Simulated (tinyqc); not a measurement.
# Free and trapped electrons in a MOS channel with a dense trap tail: free and trapped charge against gate voltage

p-type body, charge-sheet picture, full ionisation (an idealisation for deep acceptors), Boltzmann statistics for free electrons. e = Ec - EF at the surface. Acceptor-like traps of density D(E) = D0 + De exp(-E/Ew) at depth E below Ec, from 0 to Eu, hold n_t = integral of D(E)/(1 + exp((e - E)/Vt)). psi = Eg - Vt ln(Nv/Na) - e; N_dep = sqrt(2 eps0 eps_r Na (psi - Vt)/q); n_f = sqrt(N_dep^2 + 2 eps0 eps_r Vt Nc exp(-e/Vt)/q) - N_dep; Vg = Vfb + psi + q (N_dep + n_t + n_f)/Cox, Cox = eps0 eox/tox.

Free share n_f/(n_f + n_t); swing ln 10 n_f/(dn_f/dVg); field-effect mobility mf q (dn_f/dVg)/Cox, for a constant mf; oxide field q (N_dep + n_t + n_f)/(eps0 eox).

Values chosen for this exercise; band and dielectric values close to those of 4H silicon carbide: temperature T = 300 K; band gap Eg = 3.21 eV; relative permittivity eps_r = 9.89; conduction-band density of states at T Nc = 1.67e19 cm^-3; valence-band density of states at T Nv = 2.46e19 cm^-3; relative permittivity of the insulator eox = 3.9; insulator thickness tox = 40 nm; acceptor density Na = 8.7e15 cm^-3; flat-band voltage without trapped charge Vfb = -2.12 V; constant background density of acceptor-like traps D0 = 1.6e11 cm^-2 eV^-1; density of the tail at the conduction edge De = 5.2e12 cm^-2 eV^-1; decay energy of the tail Ew = 0.13 eV; depth below Ec down to which the traps reach Eu = 0.57 eV; mobility of free electrons mf = 110 cm^2/(V s).

Constants: q = 1.602176634e-19 C, kB = 1.380649e-23 J/K, Vt = kB T/q, eps0 = 8.8541878128e-14 F/cm where lengths are in cm. Results are converted to the units shown.

Result of one run:
columns A: e (eV); B: n_f (cm^-2); C: n_t (cm^-2); D: free share (%); E: swing (mV/decade); F: field-effect mobility (cm^2/(V s)); G: oxide field (MV/cm)
```
A               B         C      D     E      F       G
0.07172  2.298e11  4.768e11  32.53  1452  74.39  0.5718
```

Which gate voltage Vg gave this result: 3.1, 3.9, 4.7 or 6.3 V?

Vg = 3.1 V.

The whole series:
columns A: Vg (V); B: e (eV); C: n_f (cm^-2); D: n_t (cm^-2); E: free share (%); F: swing (mV/decade); G: field-effect mobility (cm^2/(V s)); H: oxide field (MV/cm)
```
A            B         C         D         E        F         G       H
1.5     0.4001   9.040e5  5.201e10  0.001738    116.6  0.003644  0.2539
2.3     0.1420  1.835e10  3.015e11     5.736    374.8     23.01  0.3894
3.1    0.07172  2.298e11  4.768e11     32.53     1452     74.39  0.5718
3.9    0.04299  5.551e11  5.645e11     49.58     2923     89.27  0.7646
4.7    0.02461  9.199e11  6.192e11     59.77     4493     96.25  0.9600
5.5    0.01093  1.306e12  6.557e11     66.57     6113     100.4   1.157
6.3  -1.288e-5  1.705e12  6.808e11     71.46     7774     103.1   1.354
7.1  -0.009120  2.113e12  6.984e11     75.16     9469     104.9   1.552
7.9   -0.01691  2.526e12  7.110e11     78.04  1.119e4     106.1   1.750
```

n_f reaches 1e11 cm^-2 at Vg = 2.70 V, against 1.95 V without traps. The free share rises from 0.00174 to 78.0 % and the field-effect mobility rises from 0.00364 to 106 cm^2/(V s), although mf = 110 is constant: in the last row 96.5 % of Cox dVg goes into free electrons. The swing in the first row is 117 mV a decade (Vt ln 10 = 59.5). For Vg = 3.9, 4.7, 5.5, 6.3, 7.1, 7.9 EF lies less than 2 Vt below the band edge, or above it, where degeneracy and confinement, left out, matter.

Program tinyqc, `OMP_NUM_THREADS=1 python tinyqc.py 2222219 2222220 out.jsonl`; Intel Xeon 2.30GHz, shared host, one thread, about 0.02 s.
